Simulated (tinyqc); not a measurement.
Resistance of a tapered via with liner, size effect and interface: two steps of the calculation.

A round via whose diameter grows from db at the bottom as D(z) = db + 2 z/tan(ang). The fill, of diameter D - 2 tl, starts above the bottom liner (thickness fb tl) and has rho = rho0 (1 + ks lam/(D - 2 tl)); the sidewall liner conducts in parallel with it. The bottom liner and the interface are crossed over the full area pi db^2/4. Spreading in the lines above and below is left out.

Parameters, values chosen for the exercise; fill metal close to ruthenium:
- db = 39 nm (diameter at the bottom)
- hv = 71 nm (height)
- ang = 88 degrees (sidewall angle)
- rho0 = 7.84 uohm cm (bulk resistivity of the fill)
- lam = 6.59 nm (mean free path of the fill)
- ks = 1.3 (size-effect factor)
- tl = 0 nm (liner on the sidewall)
- fb = 0.5 (liner at the bottom over that on the sidewall)
- rl = 480 uohm cm (resistivity of the liner)
- ri = 5.6e-13 ohm cm^2 (interface resistivity at the bottom)
- Sb = 1.5e15 S/m^2 (ballistic conductance per area, about 3/(4 rho0 lam))

Question 1. Slices of the via. Slices between z0 = fb tl and hv, evaluated at their midpoints: conductance per length pi/4 [(D - 2 tl)^2/rho + (D^2 - (D - 2 tl)^2)/rl], slice resistance = slice height over that. 10 slices.

Wanted: z; D; rho; slice resistance.

Answer 1.

z, slice 0 to 9 (nm): [3.550, 10.65, 17.75, 24.85, 31.95, 39.05, 46.15, 53.25, 60.35, 67.45]
D, slice 0 to 9 (nm): [39.25, 39.74, 40.24, 40.74, 41.23, 41.73, 42.22, 42.72, 43.21, 43.71]
rho, slice 0 to 9 (uohm cm): [9.551, 9.530, 9.509, 9.489, 9.469, 9.450, 9.431, 9.412, 9.394, 9.377]
slice resistance, slice 0 to 9 (ohm): [0.5605, 0.5454, 0.5309, 0.5169, 0.5035, 0.4906, 0.4782, 0.4662, 0.4547, 0.4436]

Question 2. Total resistance. R_fill = sum of the slices; R_bottom = rl fb tl/(pi db^2/4); R_interface = ri/(pi db^2/4); ballistic (Sharvin) limit 1/(Sb pi (db - 2 tl)^2/4); ideal cylinder rho0 hv/(pi db^2/4).

slice resistance, slice 0 to 9 (ohm): [0.56052838, 0.54540649, 0.53088453, 0.51693135, 0.50351780, 0.49061652, 0.47820191, 0.46624991, 0.45473792, 0.44364472]

Wanted: parts; R; shares; ballistic limit; ideal cylinder.

Answer 2.

parts (ohm): fill 4.991, bottom liner 0, interface 0.04688
R = 5.038 ohm
shares (%): fill 99.07, bottom liner 0.00, interface 0.93
ballistic limit = 0.5581 ohm
ideal cylinder = 4.660 ohm

The fill is the largest part, and R is 1.08 times the ideal cylinder. With 2000 slices R = 5.0378 ohm.

Computed by the program tinyqc: `OMP_NUM_THREADS=1 python tinyqc.py 2750174 2750175 out.jsonl`, one thread of a shared Intel Xeon 2.30GHz, about 0.01 s for the whole run.
